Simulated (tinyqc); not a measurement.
Ion implantation: universal nuclear stopping, Lindhard-Scharff electronic stopping and a Gaussian range profile: one step, computed by the program tinyqc.

An ion slows by elastic collisions with screened nuclei and by friction with electrons; channelling is ignored and the target is uniform.

Question. Stopping at the entry energy. Reduced energy eps = 32.53 M2 E/(Z1 Z2 (M1 + M2)(Z1^0.23 + Z2^0.23)), E in keV; s_n = ln(1 + 1.1383 eps)/(2 (eps + 0.01321 eps^0.21226 + 0.19593 eps^0.5)) for eps up to 30 and ln(eps)/(2 eps) above; S_n = 8.462 Z1 Z2 M1 s_n/((M1 + M2)(Z1^0.23 + Z2^0.23)) in 1e-15 eV cm^2. S_e = k 3.83 Z1^(7/6) Z2/(Z1^(2/3) + Z2^(2/3))^(3/2) sqrt(E/M1) in 1e-15 eV cm^2, E in keV. dE/dx = N (S_n + S_e); 1e-15 eV cm^2 = 0.1 eV nm^2.

Inputs (values chosen for the exercise, modelled on carbon ions in diamond):

| quantity | value | unit |
|---|---|---|
| ion atomic number Z1 | 6 | - |
| ion mass M1 | 12 | u |
| target atomic number Z2 | 6 | - |
| target mass M2 | 12.01 | u |
| target density N | 176.3 | 1/nm^3 |
| ion energy E | 16 | keV |
| scale factor of electronic stopping k | 1.3 | - |

Give: reduced energy eps; s_n; S_n; S_e; energy loss dE/dx.

Answer.

reduced energy eps = 2.3947

s_n = 0.24234

S_n = 12.217 x 1e-15 eV cm^2

S_e = 16.440 x 1e-15 eV cm^2

energy loss dE/dx = 505.24 eV/nm

Electronic stopping carries 57 % of the loss at entry.
